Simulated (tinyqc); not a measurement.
Worked calculation: Hubbard ring of 5 sites. One step of it, computed by the program tinyqc.

Task: Mean-field iteration 1. H(up) = T + U n(down), H(down) = T + U n(up); fill the lowest levels; n(new) = n + mixing (n(out) - n); E = tr T (rho up + rho down) + U sum n_up n_down of the output.

one-body matrix (hopping and site energies) (eV), lower triangle:
```
           1          2          3          4         5
1   0.000000
2  -1.560000   0.000000
3   0.000000  -1.560000   0.000000
4   0.000000   0.000000  -1.560000   0.000000
5  -1.560000   0.000000   0.000000  -1.560000  0.000000
```

U = 11.700000 eV

electrons, up and down: 3  1

mixing = 0.500000

n(up) at the start (a guess, not normalised): 1 0.600000, 2 0.600000, 3 0.600000, 4 0.600000, 5 0.600000

n(down) at the start (a guess): 1 0.200000, 2 0.200000, 3 0.200000, 4 0.200000, 5 0.200000

Give: levels, up; levels, down; energy; n(up) after iteration 1; n(down) after iteration 1.

Result:

levels, up (eV): -0.7800  1.3759  1.3759  4.8641  4.8641

levels, down (eV): 3.9000  6.0559  6.0559  9.5441  9.5441

energy = -1.1483 eV

n(up) after iteration 1: 1 0.6000, 2 0.6000, 3 0.6000, 4 0.6000, 5 0.6000

n(down) after iteration 1: 1 0.2000, 2 0.2000, 3 0.2000, 4 0.2000, 5 0.2000
